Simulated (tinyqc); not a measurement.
Inside a calculation. Method: plane-wave Kohn-Sham cycle with exchange-only LDA in a layered model solid. Computed by tinyqc, a small Python program that keeps every step. Settings: points = 16, plane-wave index or count = 3, electrons = 4, k points = 3, area = 19.0, mixing = 1.0, iteration cap = 51. Command: `OMP_NUM_THREADS=1 python tinyqc.py 30122 30123 out.jsonl` (the two numbers bound the seeds that draw the settings). One thread of a shared host (Intel(R) Xeon(R) Processor @ 2.60GHz), about 0.01 s of CPU time with the checks. Later iterations appear only in the table of the cycle.

## Iteration 1: potential

A solid whose potential varies along x alone (atomic units):
```
parameter                      value
period a                    4.400000
cross-section of the cell  19.000000
electrons per cell                 4
grid points                       16
plane waves -n..n, n               3
k points                           3
V1 in V1 cos(2 pi x/a)     -0.560000
V2 in V2 cos(4 pi x/a)     -0.090000
```

density at the start, on the grid x_j = j a/N (e/bohr^3): 0.04784689  0.04784689  0.04784689  0.04784689  0.04784689  0.04784689  0.04784689  0.04784689  0.04784689  0.04784689  0.04784689  0.04784689  0.04784689  0.04784689  0.04784689  0.04784689

V_H(G) = 4 pi rho(G)/G^2 for G != 0 (uniform background); v_x = -(3 rho/pi)^(1/3); V = V_ext + V_H + v_x; Fourier components f(G_m) = (1/N) sum_j f(x_j) exp(-i G_m x_j).

Potentials on the grid (hartree):
```
x             V_ext       V_H        v_x          V
0.000000  -0.650000  0.000000  -0.357499  -1.007499
0.275000  -0.581012  0.000000  -0.357499  -0.938511
0.550000  -0.395980  0.000000  -0.357499  -0.753479
0.825000  -0.150663  0.000000  -0.357499  -0.508162
1.100000   0.090000  0.000000  -0.357499  -0.267499
1.375000   0.277942  0.000000  -0.357499  -0.079557
1.650000   0.395980  0.000000  -0.357499   0.038481
1.925000   0.453733  0.000000  -0.357499   0.096234
2.200000   0.470000  0.000000  -0.357499   0.112501
2.475000   0.453733  0.000000  -0.357499   0.096234
2.750000   0.395980  0.000000  -0.357499   0.038481
3.025000   0.277942  0.000000  -0.357499  -0.079557
3.300000   0.090000  0.000000  -0.357499  -0.267499
3.575000  -0.150663  0.000000  -0.357499  -0.508162
3.850000  -0.395980  0.000000  -0.357499  -0.753479
4.125000  -0.581012  0.000000  -0.357499  -0.938511
```

V(G_m), m = 0, 1, 2, ... (hartree): -0.357499  -0.280000  -0.045000  0.000000  0.000000  0.000000  0.000000

## Iteration 1: Hamiltonian at one k

k = 0.000000 2 pi / a

H(m,m') = (k + G_m)^2/2 delta + V(G_m - G_m'), with V(-G) = V(G).

H (hartree):
```
           -3         -2         -1         +0         +1         +2         +3
-3   8.818786  -0.280000  -0.045000   0.000000   0.000000   0.000000   0.000000
-2  -0.280000   3.720850  -0.280000  -0.045000   0.000000   0.000000   0.000000
-1  -0.045000  -0.280000   0.662088  -0.280000  -0.045000   0.000000   0.000000
+0   0.000000  -0.045000  -0.280000  -0.357499  -0.280000  -0.045000   0.000000
+1   0.000000   0.000000  -0.045000  -0.280000   0.662088  -0.280000  -0.045000
+2   0.000000   0.000000   0.000000  -0.045000  -0.280000   3.720850  -0.280000
+3   0.000000   0.000000   0.000000   0.000000  -0.045000  -0.280000   8.818786
```

## Iteration 1: levels at that k

Diagonalise the Hermitian matrix.

eigenvalues (hartree): -0.503825  0.680682  0.737572  3.731249  3.731815  8.834227  8.834228

## Iteration 1: new density

Motion across x is left out: the lowest 2 band(s) hold two electrons at each of the k points (j + 1/2)/nk - 1/2. Residual R = rho(out) - rho(in); rho(new) = rho(in) + 1 R. rho(out) = 2/(a A nk) sum |psi|^2 with psi = sum c exp(i G x). Harris energy E = band energy - dV sum rho (V_H/2 + v_x) + (3/4) dV sum rho v_x with rho(in), dV = a A/N, band energy = (2/nk) sum of the filled levels.

rho(out) (e/bohr^3): 0.05915096  0.06022952  0.06146424  0.05934110  0.05273954  0.04353303  0.03460109  0.02828391  0.02601444  0.02828391  0.03460109  0.04353303  0.05273954  0.05934110  0.06146424  0.06022952

density after iteration 1 (e/bohr^3): 0.05915096  0.06022952  0.06146424  0.05934110  0.05273954  0.04353303  0.03460109  0.02828391  0.02601444  0.02828391  0.03460109  0.04353303  0.05273954  0.05934110  0.06146424  0.06022952

energy per cell = 0.17086663 hartree

## Iteration 2: potential

As before.

Potentials on the grid (hartree):
```
x             V_ext        V_H        v_x          V
0.000000  -0.650000   0.100859  -0.383688  -0.932829
0.275000  -0.581012   0.095393  -0.386006  -0.871625
0.550000  -0.395980   0.078140  -0.388625  -0.706466
0.825000  -0.150663   0.048223  -0.384098  -0.486538
1.100000   0.090000   0.007752  -0.369291  -0.271540
1.375000   0.277942  -0.037160  -0.346415  -0.105633
1.650000   0.395980  -0.077997  -0.320888  -0.002905
1.925000   0.453733  -0.106456  -0.300034   0.047243
2.200000   0.470000  -0.116648  -0.291784   0.061567
2.475000   0.453733  -0.106456  -0.300034   0.047243
2.750000   0.395980  -0.077997  -0.320888  -0.002905
3.025000   0.277942  -0.037160  -0.346415  -0.105633
3.300000   0.090000   0.007752  -0.369291  -0.271540
3.575000  -0.150663   0.048223  -0.384098  -0.486538
3.850000  -0.395980   0.078140  -0.388625  -0.706466
4.125000  -0.581012   0.095393  -0.386006  -0.871625
```

V(G_m), m = 0, 1, 2, ... (hartree): -0.354137  -0.248673  -0.041036  0.000071  0.000275  0.000002  0.000013

## Iteration 2: Hamiltonian at one k

k = 0.000000 2 pi / a

As before.

H (hartree):
```
           -3         -2         -1         +0         +1         +2         +3
-3   8.822148  -0.248673  -0.041036   0.000071   0.000275   0.000002   0.000013
-2  -0.248673   3.724212  -0.248673  -0.041036   0.000071   0.000275   0.000002
-1  -0.041036  -0.248673   0.665451  -0.248673  -0.041036   0.000071   0.000275
+0   0.000071  -0.041036  -0.248673  -0.354137  -0.248673  -0.041036   0.000071
+1   0.000275   0.000071  -0.041036  -0.248673   0.665451  -0.248673  -0.041036
+2   0.000002   0.000275   0.000071  -0.041036  -0.248673   3.724212  -0.248673
+3   0.000013   0.000002   0.000275   0.000071  -0.041036  -0.248673   8.822148
```

## Iteration 2: levels at that k

As before.

eigenvalues (hartree): -0.471614  0.685653  0.721420  3.732565  3.732755  8.834341  8.834365

## Iteration 2: new density

As before.

rho(out) (e/bohr^3): 0.05731053  0.05847956  0.06009505  0.05872356  0.05301882  0.04450425  0.03591135  0.02968018  0.02741414  0.02968018  0.03591135  0.04450425  0.05301882  0.05872356  0.06009505  0.05847956

density after iteration 2 (e/bohr^3): 0.05731053  0.05847956  0.06009505  0.05872356  0.05301882  0.04450425  0.03591135  0.02968018  0.02741414  0.02968018  0.03591135  0.04450425  0.05301882  0.05872356  0.06009505  0.05847956

energy per cell = 0.19149476 hartree

## Convergence

Stop when sqrt(dV sum R^2) is below 1e-8, dV = a A/N.

Course of the cycle:
```
iteration  E (hartree)  norm of the residual
1           0.17086663              1.20e-01
2           0.19149476              1.15e-02
3           0.19169790              1.13e-03
4           0.19169987              1.11e-04
5           0.19169989              1.09e-05
6           0.19169989              1.07e-06
7           0.19169989              1.05e-07
8           0.19169989              1.03e-08
9           0.19169989              1.01e-09
```

Converged in 9 iterations. Before convergence this energy mixes input and output and is not variational, so it may rise towards its limit.
